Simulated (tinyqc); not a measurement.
Worked calculation: inversion layer as a triangular well, valleys of the Si type. Values are carried at full precision from step to step, so a last printed digit may differ when a step is redone from the rounded ones.

Six ellipsoidal valleys with their long axes along the cube axes, mass ml along the axis and mt across it. For a valley whose axis makes the angle theta with the surface normal, 1/m_z = cos^2(theta)/ml + sin^2(theta)/mt sets the confinement; in the plane the masses are m_1 = mt and m_2 = ml mt/m_z, and m_d = sqrt(m_1 m_2).

Constants: e^2/(4 pi eps0) = 14.39964547 eV angstrom; hbar^2/2m0 = 3.80998211 eV angstrom^2; kB = 8.617333262e-05 eV/K.

Inputs chosen for the exercise (near those of Si; not measured data): ml = 0.931 m0 (longitudinal mass); mt = 0.189 m0 (transverse mass); face = 100 (surface); eps = 11.7 (dielectric constant); Ns = 4.7 x 1e12/cm^2 (electron sheet density); Nd = 2.8 x 1e12/cm^2 (depletion charge); eta = 0.5 (share of Ns in the effective field); T = 300 K (temperature); tox = 27 angstrom (SiO2-equivalent oxide thickness).

## Valley masses on the (100) face

Group the valleys by their angle to the normal, heaviest m_z first.

Valleys (masses in m0):

| valleys g | cos^2(theta) | m_z | m_1 | m_2 | m_d |
|---|---|---|---|---|---|
| 2 | 1.0000 | 0.9310 | 0.1890 | 0.1890 | 0.1890 |
| 4 | 0.0000 | 0.1890 | 0.1890 | 0.9310 | 0.4195 |

The 2 valleys with the heaviest m_z will give the lowest ladder of subbands.

## Effective field

The field is taken as constant, e F = 4 pi (e^2/4 pi eps0)(Nd + eta Ns)/eps, with 1e12/cm^2 = 1e-4/angstrom^2, and the oxide as a hard wall at z = 0; c = hbar^2/2m0.

Find e F, and F in MV/cm (1 MV/cm = 0.01 V/angstrom).

e F = 0.00796495 eV/angstrom
F = 0.7965 MV/cm

## Subband ladders

Level j of a valley lies at E_j = a_j (c (e F)^2/m_z)^(1/3) above the band edge at the surface, with the Airy zeros a_j = 2.338107, 4.087949, 5.520560, 6.786708, 7.944134, 9.022651, 10.040174, 11.008524, 11.936016, 12.828777, and has <z> = 2 E_j/(3 e F).

The ten lowest levels of all groups of valleys together, j = 0, 1, ..., c = hbar^2/2m0; primes mark the groups with lighter m_z.

Subbands:

| label | valleys g | m_d (m0) | E (eV) | <z> (angstrom) |
|---|---|---|---|---|
| 0 | 2 | 0.1890 | 0.1492 | 12.48 |
| 0' | 4 | 0.4195 | 0.2538 | 21.24 |
| 1 | 2 | 0.1890 | 0.2608 | 21.83 |
| 2 | 2 | 0.1890 | 0.3522 | 29.48 |
| 3 | 2 | 0.1890 | 0.4330 | 36.24 |
| 1' | 4 | 0.4195 | 0.4437 | 37.14 |
| 4 | 2 | 0.1890 | 0.5068 | 42.42 |
| 5 | 2 | 0.1890 | 0.5756 | 48.18 |
| 2' | 4 | 0.4195 | 0.5992 | 50.16 |
| 6 | 2 | 0.1890 | 0.6405 | 53.61 |

The second subband is 0', 104.6 meV above the first. Levels above about 0.5 eV lie beyond parabolic valleys.

## Fermi level and populations

Subband i holds n_i = g m_d/(2 pi c) kB T ln(1 + exp((EF - E_i)/kB T)) (spin included), and EF is fixed by sum n_i = Ns over the levels listed or, where none are listed, over j = 0 to 9 of each group; 1e12/cm^2 = 1e-4/angstrom^2.

Solve for EF; c = hbar^2/2m0. The mean distance is sum n_i <z>_i/Ns.

EF = 0.1630 eV

Populations:

| label | (EF - E)/kB T | n (1e12/cm^2) | share (%) |
|---|---|---|---|
| 0 | 0.54 | 4.071 | 86.6 |
| 0' | -3.51 | 0.534 | 11.4 |
| 1 | -3.78 | 0.092 | 2.0 |
| 2 | -7.32 | 0.003 | 0.1 |
| 3 | -10.44 | 0.000 | 0.0 |
| 1' | -10.86 | 0.000 | 0.0 |
| 4 | -13.30 | 0.000 | 0.0 |
| 5 | -15.96 | 0.000 | 0.0 |
| 2' | -16.87 | 0.000 | 0.0 |
| 6 | -18.47 | 0.000 | 0.0 |

mean distance from the surface = 13.67 angstrom

The lowest subband holds 86.6 % of the electrons and is partly degenerate (EF within a few kB T of its edge).

## Effect on the gate capacitance

The charge sits at the mean distance <z> from the surface, which adds (3.9/eps) <z> to the oxide thickness; C/Cox = tox/(tox + 3.9 <z>/eps). The density-of-states term is left out.

added thickness = 4.56 angstrom
C/Cox = 0.856

## Checks

- Lowest level by finite differences against the Airy formula, eV: both 0.1492.

Run: tinyqc, `OMP_NUM_THREADS=1 python tinyqc.py 1251031 1251032 out.jsonl`; Intel(R) Xeon(R) Processor @ 2.30GHz, one thread, shared host; about 0.03 s of CPU time with all checks.
